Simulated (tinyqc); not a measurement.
Inside a calculation. Model: hot electrons in a saturated n-channel MOSFET, lucky-electron model.

Program tinyqc, `OMP_NUM_THREADS=1 python tinyqc.py 2550042 2550043 out.jsonl`; Intel Xeon 2.30GHz, shared host, one thread, about 0.01 s. Printed values are rounded.

Beyond pinch-off the lateral field grows as Esat cosh(y/l) over the velocity-saturated region (pseudo-two-dimensional model). Impact ionisation in this region gives the substrate current, which biases the body forward through Rsub. Currents are per width. Local-field laws: they overstate ionisation when the field peak is narrower than an energy relaxation length.

Parameters, values chosen for the exercise; values close to those of silicon n-channel devices: channel length L = 0.35 um; oxide thickness tox = 8.7 nm; junction depth xj = 120 nm; threshold VT = 0.6 V; effective mobility mu = 320 cm^2/(V s); saturation velocity vs = 9.5e6 cm/s; ionisation prefactor Ai = 2e6 1/cm; ionisation field Bi = 1.67 MV/cm; resistance of the lightly doped drain Rd = 0 ohm um; substrate resistance Rsub = 29000 ohm um; fall of VT per volt of forward body bias kb = 0.44; hot-electron mean free path lm = 7 nm; oxide barrier pb = 3.2 V; prefactor of the gate current Cg = 0.0013; lifetime exponent m = 3.3; lifetime constant Hl = 750 s uA/um; drain voltage Vd = 2.9 V; gate voltage Vg = 1.7 V.

Constants: eps0 = 8.8541878128e-14 F/cm where lengths are in cm. Results are converted to the units shown.

## Length and field scales

Cox = 3.9 eps0/tox, l = sqrt(3 tox xj), Esat = 2 vs/mu.

Cox = 0.396912 uF/cm^2
l = 55.9643 nm
Esat = 0.0593750 MV/cm
Esat L = 2.07812 V

## Iteration 1: body bias from the substrate current

Vb at the start = 0 V

Cox = 3.9 eps0/tox. Overdrive g = Vg - VT + kb Vb; Vdsat = g Esat L/(g + Esat L); Id = Cox vs (g - Vdsat); dV = Vd - Id Rd - Vdsat; Em = sqrt((dV/l)^2 + Esat^2); Isub = Id (Ai/Bi) l Em exp(-Bi/Em). Vb(new) = Rsub Isub.

Vdsat = 0.719272 V
Id = 143.560 uA/um
dV = 2.18073 V
Em = 0.394162 MV/cm
Isub = 5.48146 uA/um
Vb after iteration 1 = 0.158962 V

## Iteration 2: body bias from the substrate current

As before.

Vdsat = 0.748534 V
Id = 158.899 uA/um
dV = 2.15147 V
Em = 0.388994 MV/cm
Isub = 5.65989 uA/um
Vb after iteration 2 = 0.164137 V

## Course of the iteration: body bias from the substrate current

Stop when Vb changes by less than 1e-9 V, or after 60 iterations.

Course of the iteration:
```
iteration    Vb (V)  |change| (V)
1          0.158962         0.159
2          0.164137       5.17e-3
3          0.164292       1.56e-4
4          0.164297       4.68e-6
5          0.164297       1.41e-7
6          0.164297       4.22e-9
7          0.164297      1.27e-10
```

Converged in 7 iterations. At the end each change is about 0.030 times the one before: linear convergence.

## Gate current, lifetime and channel shortening

Id = 159.422 uA/um
dV = 2.15051 V
Em = 0.388824 MV/cm
Isub = 5.66542 uA/um

Ig = Cg Id exp(-pb/(lm Em)); lifetime tau = (Hl/Id)(Isub/Id)^(-m); length of the saturated region dL = l ln[(dV/l + Em)/Esat]. 1 year = 3.15576e7 s.

Isub/Id = 0.0355372
Ig = 1.62356 pA/um
tau = 0.00903970 years
dL = 143.633 nm

The lifetime misses ten years. Integrating Ai exp(-Bi/E) over the cosh profile gives Isub/Id = 0.0302, so the closed form is 18 % above it.
